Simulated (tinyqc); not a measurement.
Energies of the polytypes: polytypes and stacking faults of a tetrahedral semiconductor in an axial Ising model with couplings up to third neighbours. Computed by tinyqc, a small Python program. Command: `OMP_NUM_THREADS=1 python tinyqc.py 3021088 3021089 out.jsonl polytype walk`. One thread of a shared host (Intel(R) Xeon(R) Processor @ 2.30GHz), about 0.01 s of CPU time with the checks.

Each double layer has s = +1 or -1 for the sense of its stacking step; E per pair of atoms = E0 - sum_n J_n <s_i s_(i+n)>, n = 1, 2, 3. Hexagonality h = (1 - <s_i s_(i+1)>)/2.

Inputs (values chosen for the exercise, of the order of those of silicon for J, a, G and the gaps):

| quantity | value | unit |
|---|---|---|
| J1 | 9.47 | meV/pair |
| J2 | -0.794 | meV/pair |
| J3 | -0.38 | meV/pair |
| gap of 3C | 1.17 | eV |
| gap of 4H | 1.1 | eV |

Method. E - E(3C) = sum_n J_n (1 - C_n), C_n = <s_i s_(i+n)>. The gap is taken linear in h between 3C (h = 0) and 4H (h = 1/2), a rough rule, with a dash beyond.

correlations of the repeat units 3C (+), 2H (+-), 4H (++--), 6H (+++---), 15R (+++--), 8H (++++----), 21R (++++---), 9R (++-):
```
        n = 1     n = 2     n = 3
3C    1.00000   1.00000   1.00000
2H   -1.00000   1.00000  -1.00000
4H    0.00000  -1.00000   0.00000
6H    0.33333  -0.33333  -1.00000
15R   0.20000  -0.60000  -0.60000
8H    0.50000   0.00000  -0.50000
21R   0.42857  -0.14286  -0.71429
9R   -0.33333  -0.33333   1.00000
```

Polytypes:

| polytype | h | E - E(3C) (meV/pair) | gap by the linear rule (eV) |
|---|---|---|---|
| 3C | 0.0000 | 0.000 | 1.1700 |
| 2H | 1.0000 | 18.180 | - |
| 4H | 0.5000 | 7.502 | 1.1000 |
| 6H | 0.3333 | 4.495 | 1.1233 |
| 15R | 0.4000 | 5.698 | 1.1140 |
| 8H | 0.2500 | 3.371 | 1.1350 |
| 21R | 0.2857 | 3.853 | 1.1300 |
| 9R | 0.6667 | 11.568 | - |

E(2H) - E(3C) = 18.18 meV/pair

E(4H) - E(3C) = 7.502 meV/pair

E(6H) - E(3C) = 4.4947 meV/pair

The lowest is 3C, 3.371 meV/pair below 8H. J1/|J2| = 11.93: for J3 = 0 and J2 < 0 the ground state is 2H below -2, 4H between -2 and 2, and 3C above 2; at 2 itself all periods with bands of two or more layers are degenerate.

Extremes, crossings and ranges named in words are read from the listed rows.
